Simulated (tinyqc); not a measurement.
Worked calculation: rapid thermal processing of a wafer: radiative balance, ramp and cooling, pattern effects, pyrometer error and spike budget. Computed by tinyqc, a small Python program that keeps every step. Command: `OMP_NUM_THREADS=1 python tinyqc.py 3113512 3113513 out.jsonl rtp walk`. One thread of a shared host (Intel(R) Xeon(R) Processor @ 2.30GHz), about 0.04 s of CPU time with the checks. Intermediate numbers are printed to about 6 digits and carried at full precision; extremes and crossings named in words are read from the listed rows.

The wafer is opaque and uniform through its thickness unless said otherwise; temperatures in formulas are in kelvin (C + 273.15). sigma = 5.670374419e-12 W/(cm^2 K^4).

Inputs (values chosen for the exercise, modelled on a hot silicon wafer):
```
quantity                                              value         unit
wafer thickness d                                       725   micrometre
heat capacity per volume C                             2.17   J/(cm^3 K)
thermal conductivity k                                  0.2     W/(cm K)
emissivity eps of each face                            0.62            -
reflectivity of the chamber walls r                    0.11            -
gas heat-transfer coefficient h, both faces together      7  mW/(cm^2 K)
wall temperature T_w                                    500            K
process temperature                                    1000            C
starting temperature                                    550            C
ramp rate                                               170          K/s
relative change of absorptivity over a pattern          5.1            %
period of the pattern                                    13           mm
pyrometer wavelength                                    3.8   micrometre
error of the assumed emissivity                         1.2            %
activation energy of the process E_a                      2           eV
```

Constants: k_B = 8.617333262e-05 eV/K; h = 6.62607015e-34 J s; c = 299792458 m/s; k_B = 1.380649e-23 J/K.

## Power to hold and to ramp

Effective emissivity between parallel grey plates: eps_eff = 1/(1/eps + 1/(1 - r) - 1). Loss per area q(T) = 2 eps_eff sigma (T^4 - T_w^4) + h (T - T_w). Absorbed power during a ramp = q(T) + C d x ramp rate; thermal time constant tau = C d/(dq/dT), dq/dT = 8 eps_eff sigma T^3 + h; natural cooling rate q/(C d); front-to-back difference under one-sided heating at the end of the ramp = (absorbed power) d/(2 k).

eps_eff = 0.575871

holding power q = 22.1626 W/cm^2

power at the end of the ramp = 48.9079 W/cm^2

dq/dT = 60.9096 mW/(cm^2 K)

time constant tau = 2.58293 s

natural cooling rate = 140.872 K/s

front-to-back difference = 8.86455 K

Radiation carries 76 % of the loss. The ramp needs 2.2 times the holding power.

## Cooling curve

Cooling with the lamps off: C d dT/dt = -q(T), integrated adaptively (relative tolerance 1e-10).

Lamps off at t = 0:
```
t (s)    T (C)  cooling rate (K/s)
0.26   965.115             127.848
0.52   933.348             116.799
1.00   881.421             100.295
1.80   809.650              80.401
2.60   751.215              66.444
3.90   675.612              51.008
6.50   568.439              33.428
10.00  474.792              21.428
```

The rate falls from 141 K/s at t = 0 to 21.4 K/s in the last row.

## Thermal budget of a spike

Spike anneal: linear ramp to the peak, then lamps off. Equivalent time at the peak = int exp(-(E_a/k_B)(1/T - 1/T_peak)) dt; estimate (k_B T^2/E_a)(1/ramp rate + 1/cooling rate). The ramp part uses 4000 trapezoid steps, the cooling part 4000 steps over 4 tau. Time within 50 K of the peak from the same curves.

equivalent time, ramp = 0.371871 s

equivalent time, cooling = 0.536913 s

equivalent time, total = 0.908784 s

estimate = 0.906590 s

time within 50 K of the peak = 0.674900 s

Cooling supplies 59 % of the budget.

## What a faster ramp buys

The formulas are those given above.

Against the ramp rate:
```
ramp (K/s)  ramp part (s)  cooling part (s)  total (s)  power at the peak (W/cm^2)
10                6.32181          0.536913    6.85872                      23.736
25                2.52872          0.536913    3.06564                      26.096
50                1.26436          0.536913    1.80127                      30.029
100               0.63218          0.536913    1.16909                      37.895
250               0.25287          0.536913    0.78979                      61.494
500               0.12644          0.536913    0.66335                     100.825
1000              0.06322          0.536913    0.60013                     179.488
```

From 10 to 100 K/s the total falls by a factor 5.9, from 100 to 1000 K/s by 1.95: the cooling part, 0.537 s, is a floor, and the natural cooling rate here is 141 K/s.

## Pattern effect

At steady state a sinusoidal change of absorbed power of relative amplitude a and period p gives the temperature amplitude a q/(dq/dT + k d (2 pi/p)^2); healing length l = sqrt(k d/(dq/dT)); process change = E_a dT/(k_B T^2). Emissivity is taken as unchanged.

healing length l = 4.87912 mm

amplitude without lateral conduction = 18.5569 K

amplitude = 2.82835 K

change of the process rate = 4.04978 %

Lateral conduction cuts the amplitude to 15 %, since p/(2 pi l) = 0.42.

## Pyrometer error

Signal proportional to eps/(exp(c2/(lambda T)) - 1), c2 = h c/k_B. If the assumed emissivity is too high by the given error, the reading T' solves (1 + error)/(exp(c2/(lambda T')) - 1) = 1/(exp(c2/(lambda T)) - 1). Wien estimate: T' - T = -lambda T^2 ln(1 + error)/c2. Process rates go as exp(-E_a/(k_B T)).

c2 = 14387.8 micrometre K

c2/(lambda T) = 2.97393

reading less true temperature = -4.82879 K

Wien estimate = -5.10667 K

rate at T over rate at T', less 1 = 7.18696 %

Caution: below about 600 C lightly doped silicon is partly transparent at this wavelength, so its emissivity is not yet the hot value early in the ramp.

Checks made by the program: cooling time against quadrature of C d dT/q (relative difference 3e-08).
